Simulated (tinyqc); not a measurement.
Strain and the order of the valence edges: six-band k.p model of the valence band of a wurtzite crystal.

At k = 0: E1 = D1c + D2c + Te + Le (pure HH); E2, E3 = Le + u +/- sqrt(u^2 + 2 D3c^2), u = (D1c - D2c + Te)/2, D1c = Dcr, D2c = D3c = Dso/3. The weight of LH in state 2 is fL = (E2 - Le)^2/((E2 - Le)^2 + 2 D3c^2). Relative strengths of transitions to the conduction band: for E perpendicular to c (TE) 1/2, fL/2, (1 - fL)/2; for E along c (TM) 0, 1 - fL, fL, with one momentum element for both directions.

Strain of a c-plane layer: exx = eyy = e_par, ezz = -2 (C13/C33) e_par; Le = D1 ezz + D2 (exx + eyy), Te = D3 ezz + D4 (exx + eyy).

Conduction edge: Ec = (top of the unstrained valence band) + Eg + (a1 + D1) ezz + (a2 + D2)(exx + eyy).
Constants: kB = 8.617333262e-05 eV/K.

Parameters, chosen for this exercise (near those of GaN; not measured data):
```
symbol  value   unit  meaning
Dcr     0.0171  eV    crystal-field splitting
Dso     0.0163  eV    spin-orbit splitting
Eg      3.469   eV    direct gap at Gamma from the top of the unstrained valence band
a1      -4.95   eV    gap potential along c
a2      -11.85  eV    gap potential in the plane
D1      -3.75   eV
D2      4.36    eV
D3      7.79    eV
D4      -4.27   eV
C13     103     GPa
C33     396     GPa
T       300     K     temperature
```

Edges from the unstrained top. Degree of polarisation (TE - TM)/(TE + TM), each state weighted by exp(E/kT) alone (equal densities of states).

Results:
```
e_par (%)  E1 (meV)  E2 (meV)  E3 (meV)     fL  lowest transition (eV)  polarisation
-2.00          38.4      27.8    -236.2  0.999                  3.6397         0.999
-1.50          28.8      18.3    -182.9  0.999                  3.5970         0.997
-1.00          19.2       8.8    -129.7  0.997                  3.5543         0.988
-0.50           9.6      -0.5     -76.7  0.990                  3.5117         0.904
0.00            0.0      -7.1     -26.3  0.802                  3.4690         0.313
0.50           -9.6      31.9     -21.6  0.021                  3.3848        -0.701
1.00          -19.2      84.7     -30.6  0.004                  3.2798        -0.966
1.50          -28.8     137.9     -40.0  0.002                  3.1743        -0.996
2.00          -38.4     191.1     -49.5  0.001                  3.0688        -0.999
```

E1 = E2 requires Dcr + Te = 0, which here falls at e_par = 0.14 %, inside the sweep: state 1 is on top for smaller e_par and state 2 beyond. The polarisation goes from +1.00 to -1.00 and changes sign between 0.00 and 0.50 %; the lowest transition moves by -143 meV per 1 % on average.

Program tinyqc; command `OMP_NUM_THREADS=1 python tinyqc.py 1080440 1080441 out.jsonl`; about 0.01 s on one thread of a shared Intel(R) Xeon(R) Processor @ 2.30GHz.
